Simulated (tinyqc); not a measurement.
Electron-beam lithography: double-Gaussian proximity function, edge placement and dose correction for parallel lines: one step, computed by the program tinyqc.

Lines are infinitely long. Absorbed energy is counted so that the middle of a very large area written at dose 1 receives 1; the resist develops where it exceeds 1/2.

Problem. Interaction matrix. f(r) = [exp(-r^2/alpha^2)/alpha^2 + eta exp(-r^2/beta^2)/beta^2]/(pi (1 + eta)). A line from a to b at dose d gives E(x) = d [S(alpha) + eta S(beta)]/(1 + eta), S(s) = [erf((b - x)/s) - erf((a - x)/s)]/2. M_ij is the mean of E at the two edges of line i from line j at dose 1.

Inputs (values chosen for the exercise, of the order of those for 50 keV electrons in resist on silicon): forward range alpha = 0.0097 micrometre; backscatter range beta = 8.9 micrometre; backscatter ratio eta = 0.94.

Lines (micrometre):
```
line  left edge  right edge  centre
1         0.000       0.120   0.060
2         2.220       7.020   4.620
3         7.075       7.117   7.096
4         7.257      12.357   9.807
```

Give: M.

Solution.

M, rows 1, 2, 3, 4:
$$\begin{pmatrix}
0.26142 & 0.11209 & 0.00069 & 0.04896 \\
0.00274 & 0.39204 & 0.00112 & 0.10779 \\
0.00197 & 0.13371 & 0.25902 & 0.13965 \\
0.00123 & 0.10123 & 0.00110 & 0.39880
\end{pmatrix}$$
